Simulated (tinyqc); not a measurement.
Localisation in a chain with random site energies (transfer matrices): sweeps and comparisons. A value that a table varies takes the place of the one given here.

Hopping -t; leads with site energy 0, E = -2t cos(ka). psi_(j+1) = ((e_j - E)/t) psi_j - psi_(j-1), a product of matrices M_j = [[(e_j - E)/t, -1], [1, 0]]. For M = M_N ... M_1 the transmission is T = 4 sin^2(ka)/|M21 - M12 + M22 exp(ika) - M11 exp(-ika)|^2. Long samples draw e_j = W (x_j/2147483647 - 1/2) from x_j = 16807 x_(j-1) mod 2147483647, starting at x0. The localisation length xi, in sites, is defined by ln T = -2N/xi on average; weak disorder gives xi = 24 (4t^2 - E^2)/W^2, and the mean free path for backscattering is xi/2.

Numerical xi = N/ln sqrt(psi_(N+1)^2 + psi_N^2) for N = 20000 sites from psi_1 = 1, psi_0 = 0; its statistical error is about xi sqrt(xi/N).

Values chosen for the exercise:
- t = 0.68 eV (hopping)
- E = -0.63 eV (energy)
- x0 = 7792 (start of the number sequence)
- W = 0.41 eV (full width of the disorder)

## Localisation length against disorder

The same number sequence scaled by W.

xi (sites):
```
W/t,W (eV),numerical,error,weak disorder,strong: 1/(ln(W/2t) - 1)
1.0,0.680,73.975,4.499,75.400,-
1.5,1.020,33.901,1.396,33.511,-
2.0,1.360,17.747,0.529,18.850,-
3.0,2.040,8.458,0.174,8.378,-
4.0,2.720,5.103,0.082,4.712,-
6.0,4.080,2.646,0.030,2.094,-
10.0,6.800,1.388,0.012,0.754,1.641
16.0,10.880,0.896,0.006,0.295,0.926
```

At W = t the numerical value is 74.0 +/- 4.5 against 75.4, and at 2t 17.75 +/- 0.53 against 18.85. The weak-disorder formula is within 15 % for W/t = 1, 1.5, 2, 3 and 4; at W = 16t it gives 0.29 and the strong-disorder form 0.93, against 0.90. All states of the chain are localised; disorder only sets the length.

## From ballistic to localised

200 samples of each length, cut one after another from the start of the sequence. Typical T = exp(mean ln T). Ohmic: 1/(1 + 2N/xi); localised: exp(-2N/xi), both with the weak-disorder xi.

Transmission:
```
N,mean T,typical T,spread of ln T,ohmic,localised
2,0.980,0.980,0.018,0.981,0.981
5,0.953,0.952,0.046,0.954,0.953
10,0.916,0.913,0.083,0.912,0.908
20,0.843,0.832,0.178,0.838,0.825
40,0.708,0.676,0.320,0.722,0.680
80,0.538,0.455,0.662,0.565,0.462
```

With xi = 207.4 sites, mean and typical T are 0.953 and 0.952 at N = 5, and 0.538 and 0.455 at N = 80, where ln T scatters by 0.7. The slope of ln(typical T) between 40 and 80 sites gives xi = 201.6, uncertain by about 13 % from the scatter of 200 samples. At N = 80 the ohmic law gives 1.24 times the typical value: N is still below xi on all rows.

## What each parameter does

Numerical and weak-disorder xi. Each row changes one parameter from the base and keeps the others.

Results:
```
case,numerical xi (sites),weak-disorder xi (sites)
base,212.17,207.41
t = 0.782 eV,303.51,292.57
E = -0.44 eV,269.29,236.43
W = 0.492 eV,150.11,144.03
x0 = 7793,223.04,207.41
```

The largest shifts from the base row, up to three for each result and ties (the steps differ in size, so this ranks the rows, not the parameters). numerical xi (sites): t +91.34, W -62.06, E +57.12. weak-disorder xi (sites): t +85.16, W -63.37, E +29.03; unchanged at the printed digits by x0. A new x0 is another sample of the same disorder; its shift is one draw of the statistical scatter, about xi sqrt(xi/N); the other rows share one sample, so their errors are correlated.

(tinyqc, `OMP_NUM_THREADS=1 python tinyqc.py 1450934 1450935 out.jsonl`, Intel(R) Xeon(R) Processor @ 2.30GHz, 1 thread, shared host, about 0.07 s.)
